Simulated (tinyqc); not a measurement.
# Worked calculation: elastic trap-assisted tunnelling through a dielectric

Program tinyqc, `OMP_NUM_THREADS=1 python tinyqc.py 2370137 2370138 out.jsonl`; Intel Xeon 2.30GHz, shared host, one thread, about 0.05 s. Printed values are rounded.

Emitter at x = 0 (Fermi level 0), collector at x = t (Fermi level -V), band edge U(x) = phi - F x, F = V/t. A trap at x has the energy E = U(x) - Et. With G(u) = (4/(3 F)) sqrt(mo/C) max(u, 0)^1.5, C = hbar^2/(2 m0): S1 = G(phi - E) - G(Et), S2 = G(Et) - G(phi - V - E), T1,2 = exp(-S1,2). The steady rate through one trap is nu T1 T2 (f1 - f2)/(T1 + T2), f1 = f(E), f2 = f(E + V), f(y) = 1/(1 + exp(y/Vt)); both contacts offer states at E.

Parameters, values chosen for the exercise; dielectric values close to those of silicon dioxide:
- T = 350 K (temperature)
- phi = 3.07 eV (barrier above the emitter Fermi level)
- mo = 0.51 m0 (tunnelling mass)
- t = 5.8 nm (thickness)
- Et = 2.73 eV (trap depth below the band edge of the dielectric)
- Nt = 5.4e17 cm^-3 (trap density)
- nu = 1e14 1/s (attempt frequency)
- n = 13 (points of the grid)
- V = 1.59 V (voltage)
- xa = 2.17 nm (left end of the grid)
- xb = 3.17 nm (right end of the grid)

Constants: q = 1.602176634e-19 C, kB = 1.380649e-23 J/K, hbar = 1.054571817e-34 J s, m0 = 9.1093837015e-31 kg, Vt = kB T/q, hbar^2/(2 m0) = 0.0380998212 eV nm^2. Results are converted to the units shown.

Range of the model: Phonon-assisted (inelastic) capture, chains of traps and a spread of trap depths are left out.

## Rate through a trap near the best position

n equally spaced x from xa to xb, where nearly all of the current flows; J = q Nt times the integral of the rate, by Simpson's rule.

```
point,x (nm),E (eV),S1,S2,f1 - f2,rate (1/s)
0,2.17000,-0.254879,27.6170,39.6042,0.999786,6.30957e-4
1,2.25333,-0.277724,28.7308,38.7984,0.999900,0.00141251
2,2.33667,-0.300569,29.8484,37.9874,0.999953,0.00317793
3,2.42000,-0.323414,30.9698,37.1711,0.999978,0.00717645
4,2.50333,-0.346259,32.0949,36.3496,0.999990,0.0161224
5,2.58667,-0.369103,33.2239,35.5230,0.999995,0.0339643
6,2.67000,-0.391948,34.3566,34.6913,0.999998,0.0500458
7,2.75333,-0.414793,35.4930,33.8544,0.999999,0.0322462
8,2.83667,-0.437638,36.6332,33.0125,1.00000,0.0119931
9,2.92000,-0.460483,37.7771,32.1656,1.00000,0.00390870
10,3.00333,-0.483328,38.9247,31.3137,1.00000,0.00124453
11,3.08667,-0.506172,40.0760,30.4568,1.00000,3.93723e-4
12,3.17000,-0.529017,41.2310,29.5950,1.00000,1.24055e-4
```

J = 1.15917e-10 A/cm^2

A converged quadrature gives 1.175e-10 A/cm^2; this grid is 1.4 % below that. The rate peaks at x = 2.67 nm; traps sink below the emitter Fermi level beyond x = 1.24 nm.

## The best-placed trap against direct tunnelling

xs = 2.67 nm

At x = xs: E, S1, S2 and the occupation (T1 f1 + T2 f2)/(T1 + T2). Direct tunnelling at E = 0 has S = (4/(3 F)) sqrt(mo/C) [phi^1.5 - max(phi - V, 0)^1.5].

E = -0.391948 eV
S1 = 34.3566
S2 = 34.6913
occupation = 0.582897
S of direct tunnelling = 63.6801

The harder of the two steps has S = 34.7, 54.5 % of the direct exponent: the trap splits one long tunnelling path into two short ones.
